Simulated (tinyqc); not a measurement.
G0W0 on RHF in the sto-6g basis, for H2, spin multiplicity 1, step by step. One step of it, computed by the program tinyqc.

Problem. Iteration 3 (converged): orbitals. Diagonalise F' = X^T F X, C = X C', fill 1 alpha and 1 beta electrons from the bottom; D = 2 C_occ C_occ^T. Each column has its largest component positive (the first on a tie).

converged F (hartree), order 1H 1s, 2H 1s:
```
[[-0.234785, -0.458189],
 [-0.458189, -0.234785]]
```

X, order 1H 1s, 2H 1s:
```
[[1.097819, -0.272267],
 [-0.272267, 1.097819]]
```

Give: F' = X^T F X; orbital energies; coefficients C; D after iteration 3.

Solution.

F' = X^T F X (hartree):
```
[[-0.026, -0.446],
 [-0.446, -0.026]]
```

orbital energies (hartree): [-0.472, 0.419]

coefficients C, order 1H 1s, 2H 1s:
```
[[0.584, 0.969],
 [0.584, -0.969]]
```

D after iteration 3, order 1H 1s, 2H 1s:
```
[[0.682, 0.682],
 [0.682, 0.682]]
```
